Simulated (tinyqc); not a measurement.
Fully depleted semiconductor-on-insulator film with two gates, non-linear Poisson equation by Newton steps: two steps of the calculation.

One dimension across the film, front interface at x = 0, back interface at x = ts. psi is counted from the intrinsic level, n = ni exp(psi/Vt) (source grounded), holes neglected, acceptors ionised. Gates act through Cox = eps0 eox/tox and Cbox = 3.9 eps0/tb with potentials G1 = Vg - (phiM - chi - Vt ln(Nc/ni)) and G2 = Vb - (phiB - chi - Vt ln(Nc/ni)). Classical Boltzmann densities, no interface charge, no depletion in the back plane.

Parameters, values chosen for the exercise; band and dielectric values those of a made-up semiconductor:
- T = 300 K (temperature)
- Eg = 1.17 eV (band gap)
- eps_r = 9.74 (relative permittivity)
- Nc = 3.31e19 cm^-3 (conduction-band density of states at T)
- Nv = 2.22e19 cm^-3 (valence-band density of states at T)
- chi = 4.96 eV (electron affinity)
- eox = 9.01 (relative permittivity of the gate insulator (close to aluminium oxide))
- tox = 3.2 nm (insulator thickness)
- ts = 18 nm (film thickness)
- tb = 150 nm (buried-oxide thickness (eps_r 3.9))
- phiM = 5.3 eV (work function of the front gate)
- phiB = 6.01 eV (work function of the back plane)
- Vb = 0 V (back-gate voltage)
- Vg = 0.28 V (front-gate voltage)

Constants: q = 1.602176634e-19 C, kB = 1.380649e-23 J/K, Vt = kB T/q, eps0 = 8.8541878128e-14 F/cm where lengths are in cm. Results are converted to the units shown.

Question 1. Capacitances and gate potentials. ni = sqrt(Nc Nv) exp(-Eg/(2 Vt)), Eg in volts; Cox, Cbox, G1, G2 as defined; Cs = eps0 eps_r/ts; a = eps0 eps_r/h with h = ts/8; coupling ratio of a depleted film Cs Cbox/(Cox (Cs + Cbox)).

Give: ni; Cox; Cbox; Cs; a; G1; G2; coupling ratio.

Answer 1.

ni = 4.032e9 cm^-3
Cox = 2.493 uF/cm^2
Cbox = 0.02302 uF/cm^2
Cs = 0.4791 uF/cm^2
a = 3.833 uF/cm^2
G1 = 0.5302 V
G2 = -0.4598 V
coupling ratio = 0.008811

Question 2. Newton step. Solve a d_(i-1) + b_i d_i + a d_(i+1) = -F_i for all nodes. Half of the step is added while the largest |d| exceeds 1.5 Vt, the full step after that.

a = 3.8328795 uF/cm^2
diagonal b, node 0 to 8 (F/cm^2): [-6.3282208e-6, -7.6691942e-6, -7.6683569e-6, -7.6677781e-6, -7.6673717e-6, -7.6670827e-6, -7.6668756e-6, -7.6667270e-6, -3.8563316e-6]
residual F, node 0 to 8 (C/cm^2): [4.1013848e-7, -2.7904527e-9, -2.7689001e-9, -2.7540203e-9, -2.7435883e-9, -2.7361838e-9, -2.7308863e-9, -2.7270914e-9, -8.9572145e-9]
psi after iteration 1, node 0 to 8 (V): [0.35234962, 0.34442138, 0.33719905, 0.33068263, 0.32487207, 0.31976736, 0.31536849, 0.31167545, 0.30868821]

Wanted: Newton step d, before damping; psi after iteration 2.

Answer 2.

Newton step d, before damping, node 0 to 8 (V): [0.15138, 0.14293, 0.13534, 0.12856, 0.12257, 0.11734, 0.11287, 0.10915, 0.10616]
psi after iteration 2, node 0 to 8 (V): [0.42804, 0.41589, 0.40487, 0.39496, 0.38616, 0.37844, 0.37181, 0.36625, 0.36177]

Computed by the program tinyqc: `OMP_NUM_THREADS=1 python tinyqc.py 2190042 2190043 out.jsonl`, one thread of a shared Intel Xeon 2.30GHz, about 0.3 s for the whole run.
